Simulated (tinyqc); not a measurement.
Worked calculation: anisotropic elasticity and sound waves of a cubic crystal. Computed by tinyqc, a small Python program that keeps every step. Command: `OMP_NUM_THREADS=1 python tinyqc.py 3006102 3006103 out.jsonl cubicelastic walk`. One thread of a shared host (Intel(R) Xeon(R) Processor @ 2.30GHz), about 0.01 s of CPU time with the checks. Intermediate numbers are printed to about 6 digits and carried at full precision; extremes and crossings named in words are read from the listed rows.

Voigt order 1..6 = xx, yy, zz, yz, xz, xy, with engineering shear strains. The rotated frame has x' as named, z' along the wafer normal and y' = z' x x'.

Inputs (values chosen for the exercise, modelled on titanium nitride):

| quantity | value | unit |
|---|---|---|
| C11 | 622.2 | GPa |
| C12 | 162.1 | GPa |
| C44 | 161.6 | GPa |
| density rho | 5.37 | g/cm^3 |
| expansion coefficient of the film | 9.3 | ppm/K |
| expansion coefficient of the substrate | 2.6 | ppm/K |
| cooling Delta T | 380 | K |

Frame: (110) wafer, x' along [1-11].

wave normal (not normalised): 4  4.5  2.2

## Compliances and anisotropy

S11 = (C11 + C12)/D, S12 = -C12/D, D = (C11 - C12)(C11 + 2 C12), S44 = 1/C44. Zener ratio A = 2 C44/(C11 - C12); S0 = S11 - S12 - S44/2; H = 2 C44 + C12 - C11.

S11 = 1.80117 1/TPa

S12 = -0.372268 1/TPa

S44 = 6.18812 1/TPa

Zener ratio A = 0.702456

S0 = -0.920619 1/TPa

H = -136.9 GPa

## Stiffness in the rotated frame

direction cosines a (rows x', y', z' in the cube axes):
```
           x          y          z
x'  0.577350  -0.577350   0.577350
y'  0.408248  -0.408248  -0.816497
z'  0.707107   0.707107   0.000000
```

C'_ijkl = C12 delta_ij delta_kl + C44 (delta_ik delta_jl + delta_il delta_jk) - H sum_m a_im a_jm a_km a_lm.

C' (GPa), lower triangle (symmetric):
```
         1        2        3        4        5        6
1  530.933
2  207.733  553.750
3  207.733  184.917  553.750
4    0.000    0.000    0.000  184.417
5    0.000    0.000    0.000   32.268  207.233
6    0.000  -32.268   32.268    0.000    0.000  207.233
```

Normal stress couples to shear strain in this frame.

## Moduli along the axes of the frame

Invert C' to S'. E along x' = 1/S'11, along y' = 1/S'22; Poisson ratios nu(x'y') = -S'12/S'11 and nu(x'z') = -S'13/S'11; in-plane shear modulus 1/S'66.

E along x' = 414.093 GPa

E along y' = 442.188 GPa

nu(x'y') = 0.281227

nu(x'z') = 0.281227

in-plane shear modulus = 201.587 GPa

E differs between x' and y' by -6.4 %.

## Thermal stress in a film with this orientation

On cooling, a thick substrate imposes eps_1 = eps_2 = (alpha_film - alpha_substrate) Delta T and eps_6 = 0; the free surface sets sigma_3 = sigma_4 = sigma_5 = 0, which fixes eps_3, eps_4, eps_5. Biaxial modulus M = (sigma_1 + sigma_2)/(2 eps); energy density M eps^2. Elastic response and constant coefficients are assumed.

in-plane strain = 2.546 per mille

elastic strain along the normal = -1.80530 per mille

stress along x' = 1505.62 MPa

stress along y' = 1604.91 MPa

biaxial modulus M = 610.866 GPa

energy density = 3.95970 MJ/m^3

The film ends in tension. Caution: the thermal stress of this film exceeds 200 MPa, which can relax by slip, cracking or buckling in a real film.

## Sound waves along the wave normal

In the cube axes, with unit normal n: G_ij = (C12 + C44) n_i n_j + (C44 - H n_i^2) delta_ij, eigenvalues rho v^2, eigenvectors u (columns, largest component positive). Group velocity V_i = [(C12 + C44)(u.n) u_i + C44 n_i - H u_i^2 n_i]/(rho v); its angle to n has cosine v/|V|.

Christoffel matrix (GPa):
```
         x        y        z
x  340.953  141.801   69.325
y  141.801  388.593   77.991
z   69.325   77.991  215.854
```

phase velocities (m/s): 5826.9  6417.2  10045.8

polarisations:
```
        slow       fast  longitudinal
x  -0.244242   0.748088      0.617018
y  -0.191527  -0.660969      0.725561
z   0.950612   0.059037      0.304715
```

group speeds (m/s): 6046.7  6461.6  10065.0

angles between V and n (degree): 15.4932  6.7230  3.5393

Energy flows off the wave normal by up to 15.5 degrees, for the slow transverse wave.

## Polycrystal bounds against single-crystal directions

B = (C11 + 2 C12)/3; Voigt G = (C11 - C12 + 3 C44)/5; Reuss G = 5/(4 (S11 - S12) + 3 S44); Hill is their mean; E = 9BG/(3B + G), nu = (3B - 2G)/(6B + 2G). Along <hkl>, with g = 0, 1/4, 1/3: 1/E = S11 - 2 S0 g; for a film with that normal C33 = C11 + 2 H g and M = [6B - (3B - C33) - (3B - C33)^2/C33]/2.

bulk modulus B = 315.467 GPa

Averages:

| average | G (GPa) | E (GPa) | nu |
|---|---|---|---|
| Voigt | 188.980 | 472.575 | 0.250330 |
| Reuss | 183.432 | 460.953 | 0.256470 |
| Hill | 186.206 | 466.778 | 0.253393 |

Directions:

| direction | E (GPa) | biaxial modulus M (GPa) |
|---|---|---|
| <100> | 555.194 | 699.837 |
| <110> | 442.188 | 610.866 |
| <111> | 414.093 | 576.111 |

The bounds on G differ by 3.0 %, while E varies by a factor 1.34 with direction; with A below 1 the stiffest axis is <100>. Under a fixed mismatch strain, grains with a <111> normal store the least energy.

Checks made by the program: E along x' against 1/E = S11 - 2 S0 (l^2 m^2 + m^2 n^2 + n^2 l^2) (relative difference below 1e-10); closed form of M against the matrix solution (relative difference below 1e-10).
